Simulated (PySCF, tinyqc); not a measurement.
Inside a calculation. Method: RHF in the sto-3g basis, for H3-, spin multiplicity 1. The basis has no diffuse functions, so it cannot describe the extra electron: this is an exercise in the method, not the real anion. The lowest restricted solution is unstable here: a spin-polarised one lies 0.1418 hartree lower (PySCF). One step of it, computed by the program tinyqc.

Task: Iteration 3: diagonalisation and new density. Diagonalise F' = X^T F X, C = X C', fill 2 alpha and 2 beta electrons from the bottom; D = 2 C_occ C_occ^T; the new density keeps 0.2 of the old one (damping). Each column has its largest component positive (the first on a tie).

extrapolated F (hartree):
```
           1H 1s      2H 1s      3H 1s
1H 1s   0.164331  -0.260692  -0.104722
2H 1s  -0.260692   0.164094  -0.105215
3H 1s  -0.104722  -0.105215   0.279390
```

X:
```
               1          2         3
1H 1s   0.885567  -0.472940  0.454025
2H 1s  -0.883626  -0.476456  0.453939
3H 1s  -0.002204   0.992972  0.434059
```

D after iteration 2:
```
           1H 1s      2H 1s      3H 1s
1H 1s   0.858394   0.862846  -0.540601
2H 1s   0.862846   0.867411  -0.556608
3H 1s  -0.540601  -0.556608   2.348765
```

overlap S:
```
          1H 1s     2H 1s     3H 1s
1H 1s  1.000000  0.361033  0.318001
2H 1s  0.361033  1.000000  0.317799
3H 1s  0.318001  0.317799  1.000000
```

Give: F' = X^T F X; orbital energies; coefficients C; D after iteration 3.

Result:

F' = X^T F X (hartree):
```
       1      2       3
1  0.665  0.001   0.000
2  0.001  0.430   0.111
3  0.000  0.111  -0.070
```

orbital energies (hartree): MO1 -0.093, MO2 0.453, MO3 0.665

coefficients C:
```
         MO1     MO2     MO3
1H 1s  0.542  -0.372  -0.884
2H 1s  0.543  -0.369   0.885
3H 1s  0.219   1.061  -0.001
```

D after iteration 3:
```
        1H 1s   2H 1s   3H 1s
1H 1s   0.863   0.863  -0.549
2H 1s   0.863   0.863  -0.548
3H 1s  -0.549  -0.548   2.349
```
